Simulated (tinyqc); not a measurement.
Against thickness at fixed field: leakage through a gate insulator: direct, Fowler-Nordheim, trap-assisted and Poole-Frenkel currents. Computed by tinyqc, a small Python program. Command: `OMP_NUM_THREADS=1 python tinyqc.py 3000326 3000327 out.jsonl oxideleak walk`. One thread of a shared host (Intel(R) Xeon(R) Processor @ 2.30GHz), about 0.01 s of CPU time with the checks.

Electrons enter from the cathode Fermi level at x = 0; the conduction band of the insulator lies phi_b - e F x above it, F = V/t. WKB exponents use a parabolic band with mass m.

Inputs (values chosen for the exercise, with an insulator like SiO2):

| quantity | value | unit |
|---|---|---|
| thickness t | 1.7 | nm |
| barrier phi_b | 3.1 | eV |
| tunnelling mass m | 0.41 | m_0 |
| static constant eps_ox | 4.03 | - |
| voltage across the insulator V | 0.81 | V |
| trap depth phi_t | 1.7 | eV |
| trap density N_t | 1e+19 | cm^-3 |
| attempt rate nu_0 | 6e+13 | 1/s |
| activation of capture E_a | 0.12 | eV |
| temperature T | 200 | K |

Constants: hbar^2/(2 m_0) = 3.80998212 eV angstrom^2; e = 1.602176634e-19 C; hbar = 1.054571817e-34 J s; k_B = 8.617333262e-05 eV/K.

Method:
- For a level a distance phi(x) below the band, the WKB exponent is 2 int kappa dx with kappa = sqrt(m phi/(hbar^2/2m_0)); for a linear barrier from phi_1 down to phi_2 = max(phi_1 - e F d, 0) it is G = (4/3) sqrt(m/(hbar^2/2m_0)) (phi_1^(3/2) - phi_2^(3/2))/(e F).
- J_tun = e^3 F^2/(16 pi^2 hbar m phi_b) x exp(-G) / [1 - sqrt(phi_2/phi_b)]^2 with the free-electron mass in the cathode (m in m_0), phi_2 = max(phi_b - e V, 0): direct tunnelling for e V < phi_b, Fowler-Nordheim above. Image forces, back-flow and the limit on supply are left out, so J_tun is overstated below about 0.5 V.
- Equivalent oxide thickness = 3.9 t/eps_ox.
- A trap at depth x lies phi_t below the band. Capture: tunnel at the cathode Fermi level from 0 to x (G_in from phi_1 = phi_b), rate nu_0 exp(-G_in - E_c/k_B T) with E_c = E_a + max(phi_b - phi_t - e F x, 0), the last term being the height of the trap above the cathode Fermi level. Emission: tunnel from the trap level to the anode (G_out from phi_1 = phi_t over t - x), rate nu_0 exp(-G_out - E_a/k_B T). Re-emission to the cathode follows from detailed balance, rate_back = rate_in exp(dE/k_B T) with dE = phi_b - phi_t - e F x. Each trap passes R = rate_in rate_out/(rate_in + rate_back + rate_out) electrons per second; filling from the anode is left out.
- J_TAT = e N_t int_0^t R dx by the midpoint rule on 400 intervals; the most effective depth is the midpoint with the largest R, rounded to 0.01 nm.

field F = 4.76471 MV/cm

Currents:

| t (nm) | V (V) | J_tun (A/cm^2) | J_TAT (A/cm^2) |
|---|---|---|---|
| 1.2 | 0.5718 | 5.4161e+03 | 1.3198e-24 |
| 1.6 | 0.7624 | 4.8999e+01 | 1.3660e-21 |
| 2.2 | 1.0482 | 7.1689e-02 | 6.1898e-17 |
| 3.0 | 1.4294 | 2.7462e-05 | 1.0913e-10 |
| 4.0 | 1.9059 | 5.2956e-09 | 1.8607e-10 |
| 5.5 | 2.6206 | 2.7362e-13 | 1.8621e-10 |
| 7.5 | 3.5735 | 4.7841e-15 | 1.8616e-10 |
| 10.0 | 4.7647 | 4.7841e-15 | 1.8743e-10 |

What does the comparison show, and why?

Between the first rows J_tun falls by 5.11 decades per nm. From t = phi_b/(e F) = 6.51 nm it stops changing, since a triangular barrier does not feel the thickness. J_TAT overtakes J_tun between 4 and 5.5 nm.

Extremes, crossings and ranges named in words are read from the listed rows.
